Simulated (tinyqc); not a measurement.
Inside a calculation. Model: Tersoff bond-order potential. Computed by tinyqc, a small Python program that keeps every step. Command: `OMP_NUM_THREADS=1 python tinyqc.py 3028786 3028787 out.jsonl tersoff walk`. One thread of a shared host (Intel(R) Xeon(R) Processor @ 2.30GHz), about 0.01 s of CPU time with the checks. Intermediate numbers are printed to about 5 digits and carried at full precision; extremes and crossings named in words are read from the listed rows.

E = (1/2) sum_(i, j != i) [A exp(-lambda r_ij) - b_ij B exp(-mu r_ij)], b_ij = (1 + (beta zeta_ij)^n)^(-1/(2n)), zeta_ij = sum_(k != i, j) g(theta_ijk), g = 1 + c^2/d^2 - c^2/(d^2 + (h - cos theta)^2), with theta at atom i. Only nearest neighbours count (cut-off function 1 for them, 0 beyond).

Inputs (values chosen for the exercise, modelled on germanium): A = 1786.3 eV; B = 415.98 eV; lambda = 2.4451 1/angstrom; mu = 1.7047 1/angstrom; beta = 9.46e-07; n = 0.7457; c = 107700; d = 15.88; h = -0.4538; bond length r_12 = 2.53 angstrom; bond length r_13 = 2.45 angstrom; angle theta at atom 1 = 92.1 degrees.

Constants: 1 eV/angstrom^3 = 160.2176634 GPa.

## An open trimer

Atom 1 binds atoms 2 and 3, which do not interact. b_12 = b_13 follow from zeta = g(theta); b_21 = b_31 = 1. E = sum over the two bonds of A exp(-lambda r) - (b + 1)/2 B exp(-mu r).

g(theta) = 31721

bond order b_12 = 0.95374

repulsive terms (eV): [3.6759, 4.4701]

attractive terms B exp(-mu r) (eV): [5.5720, 6.3861]

energy of the trimer = -3.5355 eV

g is least (g = 1) at cos theta = h, 117.0 degrees, wider than the tetrahedral 109.47.

## The diamond lattice

zeta = 3 g(cos theta = -1/3). With z equal bonds of order b, r = ln(lambda A/(mu b B))/(lambda - mu) and E per atom = -(z/2) b B exp(-mu r)(1 - mu/lambda). a0 = 4 r/sqrt3; B0 = phi''(r)/(3 a0) with phi'' = mu (lambda - mu) b B exp(-mu r), since b does not change under uniform scaling.

zeta = 7943.7

bond order b = 0.98289

bond length = 2.4787 angstrom

energy per atom of the diamond lattice = -3.6200 eV

lattice constant a0 = 5.7243 angstrom

bulk modulus B0 = 70.387 GPa

## Elastic constants of the diamond lattice

Second derivatives of the energy per atom, volume V = a0^3/8: e_xx gives C11; e_xx = -e_yy gives 2 (C11 - C12); e_xy = e_yx = s/2 with a sublattice shift u_z gives C44 = (E_ss - E_su^2/E_uu)/V and Kleinman's parameter |E_su/E_uu|/(a0/4).

C11 = 126.84 GPa

C12 = 42.159 GPa

C44 = 62.025 GPa

Kleinman's parameter = 0.51629

## Unrelaxed vacancy

Each of the four neighbours loses one bond; its three other bonds now have zeta = 2 g, for the direction that starts at it. E_v = -E + 12 x (1/2)(b(3g) - b(2g)) B exp(-mu r), where -E is the pair-like cost.

b(2g) = 0.98729

unrelaxed vacancy energy E_v = 3.4597 eV

Stronger back bonds return 0.160 eV, so E_v is 96 % of the cohesive energy.

## Energy against coordination

Angles seen from one bond (cos theta: count): chain -1: 1; graphitic -1/2: 2; diamond -1/3: 3; square net 0: 2, -1: 1; simple cubic 0: 4, -1: 1; bcc 1/3: 3, -1/3: 3, -1: 1; fcc 1/2: 4, 0: 2, -1/2: 4, -1: 1.

Relaxed structures:
```
structure      z        zeta       b  r (angstrom)  E per atom (eV)  E per bond (eV)
dimer          1           0  1.0000        2.4554          -0.9581          -1.9161
chain          2  5.4353e+04  0.9328        2.5494          -1.5227          -1.5227
graphitic      3  7.8065e+02  0.9969        2.4596          -2.8450          -1.8967
diamond        4  7.9437e+03  0.9829        2.4787          -3.6200          -1.8100
square net     4  1.2942e+05  0.8806        2.6271          -2.5180          -1.2590
simple cubic   6  2.0449e+05  0.8414        2.6886          -3.2499          -1.0833
bcc            8  4.0051e+05  0.7671        2.8134          -3.1935          -0.7984
fcc           12  7.9235e+05  0.6726        2.9910          -3.1033          -0.5172
```

The lowest are diamond, simple cubic and bcc, the first two 0.370 eV apart. The bond order falls from 1 to 0.673 and the bond weakens from -1.92 to -0.52 eV, as b^(lambda/(lambda - mu)) with exponent 3.30. With the same z = 4 the square net lies 1.10 eV above diamond, from its angles alone. Caution: in bcc and other dense structures second neighbours can fall inside the usual cut-off; they are left out here.

Checks made by the program: (C11 + 2 C12)/3 against B0 (relative difference 4e-08).
